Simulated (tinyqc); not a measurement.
# Admittance spectroscopy of a deep trap, step by step

Numbers from tinyqc (`OMP_NUM_THREADS=1 python tinyqc.py 2050004 2050005 out.jsonl`; about 0.01 s on one thread of a shared Intel Xeon 2.30GHz). Printed values are rounded.

Schottky contact on an n-type layer with shallow donors Nd (all ionised) and a donor-like deep trap, neutral when filled and positive when empty; depletion approximation. Traps within lam of the depletion edge stay filled. The traps at xt = W - lam, where the level crosses the Fermi level, follow a slow signal and not a fast one. w = 2 pi f.

Parameters, values chosen for the exercise; material values those of a made-up semiconductor:

| symbol | value | unit | meaning |
|---|---|---|---|
| eps_r | 8.12 |  | relative permittivity |
| Nc | 1.44e19 | cm^-3 | conduction-band density of states at 300 K |
| vth | 2e7 | cm/s | thermal velocity at 300 K |
| Nd | 6e15 | cm^-3 | shallow donor density |
| Vbi | 1.41 | V | built-in voltage |
| Et | 0.2 | eV | depth of the trap below the conduction edge |
| sn | 4.4e-15 | cm^2 | capture cross-section |
| Nt | 2.3e14 | cm^-3 | trap density |
| Vr | 0 | V | reverse bias |
| f | 36000 | Hz | signal frequency |
| T | 159 | K | temperature |

Constants: q = 1.602176634e-19 C, kB = 1.380649e-23 J/K, eps0 = 8.8541878128e-14 F/cm where lengths are in cm. Results are converted to the units shown.

## Widths and limiting capacitances

lam = sqrt(2 eps0 eps_r (EF - ET)/(q Nd)), EF - ET = Et - (kB T/q) ln(Nc(T)/Nd), Nc(T) = Nc (T/300 K)^1.5. In the steady state at the band bending V, 2 eps0 eps_r V/q = Nd W^2 + Nt (W - lam)^2 (the second term only if W > lam). V = Vbi + Vr. C_HF = eps0 eps_r/W, C_LF = eps0 eps_r (Nd + Nt)/(Nd W + Nt xt).

lam = 126.159 nm
W = 454.719 nm
xt = 328.560 nm
C_HF = 15.8111 nF/cm^2
C_LF = 15.9747 nF/cm^2

The step is 1.03 % of C_HF.

## Admittance at the signal frequency

Emission rate en = sn vth(T) Nc(T) exp(-Et/kB T) = sn g T^2 exp(-Et/kB T), g = vth Nc/(300 K)^2, as vth goes as T^0.5 and Nc as T^1.5 (degeneracy factor 1). Inflection frequency w0 = 2 en [1 + Nt xt/(Nd W)]; C = C_HF + (C_LF - C_HF)/(1 + (w/w0)^2), G/w = (C_LF - C_HF)(w/w0)/(1 + (w/w0)^2).

en = 1.62950e5 1/s
w0/(2 pi) = 53305.1 Hz
C = 15.9235 nF/cm^2
G/w = 0.0758908 nF/cm^2

The signal lies near the inflection, where the loss is largest.
